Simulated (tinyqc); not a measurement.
X-ray photoelectron analysis of a thin oxide on a semiconductor: attenuation lengths, thickness, angle series and band offsets: one step, computed by the program tinyqc. Command: `OMP_NUM_THREADS=1 python tinyqc.py 3114042 3114043 out.jsonl xps walk`. One thread of a shared host (Intel(R) Xeon(R) Processor @ 2.30GHz), about 0.01 s of CPU time with the checks.

The same element is seen in the oxide and in the substrate, at nearly the same kinetic energy; films are flat and uniform, and the work function is ignored.

Problem. Peak ratio. R_0 = (rho_o/M_o) L_o/((rho_s/M_s) L_s); peak ratio R = I_ox/I_sub = R_0 [exp(d/(L_o cos theta)) - 1]; hence d = L_o cos theta ln(1 + R/R_0). A carbon layer weakens both peaks alike, by exp(-d_C/(L_o cos theta)) if its L is taken equal to L_o. This R_0 leaves out intrinsic losses from the substrate peak, so calibrated values can be larger.

Inputs (values chosen for the exercise, modelled on SiO2 on silicon):
```
quantity                        value     unit
oxide density                    2.26   g/cm^3
oxide formula mass              60.08    g/mol
substrate density                2.33   g/cm^3
substrate formula mass          28.09    g/mol
oxide thickness d                 5.8       nm
emission angle from the normal     45  degrees
carbon overlayer                 0.36       nm
```

L in the oxide = 3.337241 nm

L in the substrate = 2.657194 nm

Give: R_0; d/(L_o cos theta); ratio R; oxide share of the counts; attenuation by carbon; depth 3 L_o cos theta.

Solution.

R_0 = 0.5696

d/(L_o cos theta) = 2.458

ratio R = 6.083

oxide share of the counts = 0.8588

attenuation by carbon = 0.8585

depth 3 L_o cos theta = 7.079 nm
